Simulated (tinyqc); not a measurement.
Two-diode model of a solar cell: one step of the calculation.

J is the current delivered and Vj = V + J Rs the junction voltage. J = X JL - J01 (exp(Vj/(n1 Vt)) - 1) - J02 (exp(Vj/(2 Vt)) - 1) - Vj/Rp. The photocurrent does not depend on voltage.

Question. Figures of merit. Jsc at V = 0, Voc at J = 0, the maximum power point where J (1 + 2 Rs G) = G Vj with G = -dJ/dVj; FF = Vmp Jmp/(Voc Jsc); efficiency Vmp Jmp/(X Pin). Empirical fill factor without parasitics FF0 = (v - ln(v + 0.72))/(v + 1), v = Voc/(n1 Vt).

Parameters, values chosen for the exercise; values of the order met in cells of CIGS: temperature T = 273 K; photocurrent at one sun JL = 33.4 mA/cm^2; concentration X = 0.3 suns; saturation current of the first diode J01 = 1.2e-16 A/cm^2; ideality factor of the first diode n1 = 1; series resistance Rs = 0.18 ohm cm^2; shunt resistance Rp = 7000 ohm cm^2; incident power at one sun Pin = 100 mW/cm^2; saturation current of the second diode (ideality 2) J02 = 2.9e-10 A/cm^2.

Constants: q = 1.602176634e-19 C, kB = 1.380649e-23 J/K, Vt = kB T/q. Results are converted to the units shown.

Wanted: Jsc; Voc; Vmp; Jmp; FF; efficiency; FF0.

Answer.

Jsc = 10.020 mA/cm^2
Voc = 0.74764 V
Vmp = 0.65586 V
Jmp = 9.4205 mA/cm^2
FF = 0.82478
efficiency = 20.595 %
FF0 = 0.86329

FF is 4.5 % below FF0. Removing one loss at a time changes the efficiency by: second diode +0.90, shunt +0.21, series resistance +0.05 points.

tinyqc, about 0.01 s, one thread, Intel Xeon 2.30GHz (shared host): `OMP_NUM_THREADS=1 python tinyqc.py 2280001 2280002 out.jsonl`
